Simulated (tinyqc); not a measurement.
Pelgrom slope, floor and doping from two device sizes.

Problem. s^2 = A^2/(L W) + s0^2, with s0 independent of size and A = (q/Cox) sqrt(Na Wd/3) from random dopants alone, Cox = 3.9 eps0/ti. Find A, s0 and Na.

Inputs (values chosen for the exercise):
- ti = 2.4 nm (oxide-equivalent thickness in inversion)

Constants: q = 1.602176634e-19 C, eps0 = 8.8541878128e-14 F/cm where lengths are in cm. Results are converted to the units shown.

s for gate areas 0.00068 and 0.011 um^2 (mV): [44.4868690, 11.1559011]
Wd = 37.3821239 nm

Solution. s^2 is linear in 1/area: slope A^2, intercept s0^2.

A = 1.159 mV um
s0 = 1.500 mV
Na = 8.700e17 cm^-3

Computed by the program tinyqc: `OMP_NUM_THREADS=1 python tinyqc.py 2090006 2090007 out.jsonl`, one thread of a shared Intel Xeon 2.30GHz, about 0.01 s for the whole run.
